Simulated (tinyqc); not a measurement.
Strength of the heavy-light coupling: shallow acceptor in the spherical four-band model.

The ground state 1S3/2 has an L = 0 part f(r) and an L = 2 part g(r). In units of Ry* and a*, with Gaussians f_i = exp(-a_i r^2), g_i = r^2 exp(-a_i r^2), A = a_i + a_j and I(n) = Gamma((n + 1)/2)/(2 A^((n + 1)/2)): S_ff = I(2), S_gg = I(6), H_ff = (6 a_i a_j/A) I(2) - 2 I(1), H_gg = (14 a_i a_j/A) I(6) - 2 I(5), H_fg = -mu [15 I(2) - 20 a_j I(4) + 4 a_j^2 I(6)]; each function is then normalised. The split-off band is left out.

Converged values use 22 exponents 2.2^i, i = -7 to 14, for f and for g.

Inputs chosen for the exercise (out of a larger set: near those of a shallow acceptor in Ge; not measured data): mus = (0.12, 0.35, 0.49, 0.6, 0.77, 0.82, 0.9) (couplings).

Ry* = 3.6437 meV

Converged values in Ry* and a*; the heavy-mass hydrogen model gives 1/(1 - mu).

Results:
```
mu    binding (Ry*)  1/(1 - mu)  ratio  L = 2 weight  <r> (a*)  binding (meV)
0.12          1.013       1.136  0.892         0.006     1.484            3.7
0.35          1.125       1.538  0.731         0.053     1.358            4.1
0.49          1.283       1.961  0.654         0.105     1.213            4.7
0.60          1.503       2.500  0.601         0.161     1.056            5.5
0.77          2.296       4.348  0.528         0.274     0.720            8.4
0.82          2.823       5.556  0.508         0.315     0.595           10.3
0.90          4.768      10.000  0.477         0.388     0.363           17.4
```

The binding starts as 1 + O(mu^2), 1.013 at mu = 0.12, since the coupling enters in second order, and reaches 4.77 at mu = 0.90. The ratio to the heavy-mass model falls from 0.89 to 0.48, towards about 0.44 as mu goes to 1: the bound hole is only partly heavy. The L = 2 weight grows to 0.39 and the radius shrinks by a factor 4.1.

tinyqc: `OMP_NUM_THREADS=1 python tinyqc.py 1281560 1281561 out.jsonl`; about 0.04 s, one thread, shared Intel(R) Xeon(R) Processor @ 2.30GHz.
